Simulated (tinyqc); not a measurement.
Square on-chip spiral inductor, lumped pi model: one step of the calculation.

Outer diameter do = di + 2 n wd + 2 (n - 1) sp, mean da = (do + di)/2, fill p = (do - di)/(do + di), length l = 4 n da. L = 2.34 mu0 n^2 da/(1 + 2.75 p), mu0 = 4 pi 1e-7 H/m. Rs = rho l/(wd delta (1 - exp(-th/delta))), delta = sqrt(rho/(pi f mu0)). Cs = n wd^2 eps0 eo/hu across the coil. At each end Cox = l wd eps0 eo/(2 ho) leads to the substrate branch Rsi = 2 rs he/(l wd) in parallel with Csi = l wd eps0 11.7/(2 he). With one end grounded Y = 1/(Rs + i w L) + i w Cs + 1/[1/(i w Cox) + 1/(1/Rsi + i w Csi)], w = 2 pi f; Q = -Im Y/Re Y. Eddy currents in neighbouring turns and in the substrate are left out.

Task. Geometry and model elements. do, l, L, delta, Rs, Cs, Cox, Rsi and Csi as defined.

Values chosen for this exercise; values of the order met in silicon radio-frequency processes: number of turns n = 2.5; line width wd = 10 um; space between turns sp = 1.5 um; inner diameter di = 60 um; metal thickness th = 4 um; metal resistivity rho = 3 uohm cm; oxide below the coil ho = 8.5 um; oxide between coil and underpass hu = 1.4 um; relative permittivity of the oxide eo = 3.9; substrate resistivity rs = 1000 ohm cm; effective spreading depth in the substrate he = 30 um; frequency f = 8.8 GHz.

Constants: eps0 = 8.8541878128e-12 F/m. Results are converted to the units shown.

Give: do; l; L; delta; Rs; Cs; Cox; Rsi; Csi.

Result.

do = 114.5 um
l = 872.5 um
L = 0.8626 nH
delta = 0.9293 um
Rs = 2.855 ohm
Cs = 6.166 fF
Cox = 17.72 fF
Rsi = 6.877e4 ohm
Csi = 15.06 fF

Numbers from tinyqc (`OMP_NUM_THREADS=1 python tinyqc.py 2302178 2302179 out.jsonl`; about 0.01 s on one thread of a shared Intel Xeon 2.30GHz).
